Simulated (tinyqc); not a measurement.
From one set of inputs to another, one input at a time: thermal boundary conductance by the acoustic and diffuse mismatch models. Computed by tinyqc, a small Python program. Command: `OMP_NUM_THREADS=1 python tinyqc.py 3006761 3006762 out.jsonl kapitza ladder`. One thread of a shared host (Intel(R) Xeon(R) Processor @ 2.30GHz), about 0.01 s of CPU time with the checks.

Each side has one longitudinal and two transverse Debye branches, omega = v q up to q_D = (6 pi^2 n)^(1/3), with n counting all atoms. Scattering at the interface is elastic. Electrons are left out of G, also for metals. Melting is ignored. G refers to the temperatures of the phonons sent towards the interface. Linear branches over all atoms overstate G at high T, most for crystals with several atoms a cell.

The inputs printed are set A. Set A is modelled on germanium (side 1) and tungsten (side 2); the values taken over come from a set modelled on sapphire (side 1) and silicon carbide (side 2). Inputs not listed in the table keep their values of set A, so the rows need not describe a real material.

Inputs (values chosen for the exercise, modelled on germanium (side 1) and tungsten (side 2)): density rho_1 = 5.18 g/cm^3; longitudinal velocity vL_1 = 5220 m/s; transverse velocity vT_1 = 3160 m/s; atom density n_1 = 44.2 1/nm^3; conductivity kappa_1 = 60.1 W/(m K); density rho_2 = 19.2 g/cm^3; longitudinal velocity vL_2 = 5290 m/s; transverse velocity vT_2 = 2870 m/s; atom density n_2 = 61.8 1/nm^3; conductivity kappa_2 = 171 W/(m K); temperature T = 77 K; thickness d_1 = 15 nm; thickness d_2 = 230 nm; heat flux J = 16 kW/cm^2.

Structure: superlattice.

Constants: hbar = 1.054571817e-34 J s; k_B = 1.380649e-23 J/K.

Method:
- omega_c = v q_D for each branch, given as hbar omega_c/k_B; impedance Z = rho v.
- No mode conversion. t(theta) = 4 Z_1 Z_2 cos(theta_1) cos(theta_2)/N^2, with N = Z_2 cos(theta_1) + Z_1 cos(theta_2) for L (the form for pressure waves) and N = Z_1 cos(theta_1) + Z_2 cos(theta_2) for both T branches (the form for shear waves polarised along the interface); sin(theta_2) = (v_2/v_1) sin(theta_1), and t = 0 beyond the critical angle arcsin(v_1/v_2); the mean over the incoming flux is alpha = 2 int t sin(theta_1) cos(theta_1) d theta_1 (64 Gauss-Legendre points).
- G = (k_B^4 T^3/(8 pi^2 hbar^3)) int W(x) x^4 e^x/(e^x - 1)^2 dx, x = hbar omega/(k_B T). Acoustic mismatch: W = sum over the three branches of alpha(1 to 2)/v_1^2, each up to the lower of its two cut-offs. Diffuse mismatch: W = S_1 S_2/(S_1 + S_2), where S_i sums 1/v^2 over the branches of side i still below their cut-off. Radiation limit: W = min(S_1, S_2). The integral is split at the four cut-offs (64 Gauss-Legendre points a piece, x at most 45).
- Boundary resistance R = 1/G and Kapitza length kappa_2/G use the diffuse value.
- kappa_eff = (d_1 + d_2)/(d_1/kappa_1 + d_2/kappa_2 + 2 R), two interfaces a period, with bulk conductivities in the layers; the gradient is J/kappa_eff.

Each row keeps all changes above it; columns: (1) input moved; (2) from; (3) to; (4) G, diffuse mismatch (MW/(m^2 K)); (5) Kapitza length in side 2 (nm); (6) interface share of the resistance:
```
(1)                                (2)    (3)     (4)     (5)      (6)
set A                                -      -  314.26   544.1  0.79964
longitudinal velocity vL_2 (m/s)  5290  12900  277.52   616.2  0.81882
atom density n_2 (1/nm^3)         61.8   96.8  292.74   584.1  0.81077
density rho_2 (g/cm^3)            19.2   3.18  292.74   584.1  0.81077
thickness d_1 (nm)                  15    680  292.74   584.1  0.35051
transverse velocity vT_2 (m/s)    2870   7610  110.07  1553.6  0.58938
thickness d_2 (nm)                 230    7.3  110.07  1553.6  0.61537
conductivity kappa_2 (W/(m K))     171    409  110.07  3715.9  0.61589
```

G, diffuse mismatch goes from 314 to 110, a factor 0.350 in all. The largest single move comes from transverse velocity vT_2 (a factor 0.376). Kapitza length in side 2 goes from 544 to 3720, a factor 6.83 in all. The largest single move comes from transverse velocity vT_2 (a factor 2.66). Interface share of the resistance goes from 0.800 to 0.616, a factor 0.770 in all. The largest single move comes from thickness d_1 (a factor 0.432), and transverse velocity vT_2 works against it (a factor 1.68). The single moves hold for this order of the switches; the total does not depend on the order.

Caution (all rows): kappa_2 is of room-temperature size, so the Kapitza length is only nominal at this T. Caution (all rows): the conductivities are of room-temperature size; at this T real values can differ much and free paths can be long. Caution (all rows): R from emitted-phonon temperatures is too large for use in series with Fourier layers, by up to a factor of about 2. Caution (rows set A, longitudinal velocity vL_2, atom density n_2, density rho_2, thickness d_2, conductivity kappa_2): layers this thin are often below the phonon free path, where bulk conductivities and independent interfaces no longer hold.

Extremes, crossings and ranges named in words are read from the listed rows.
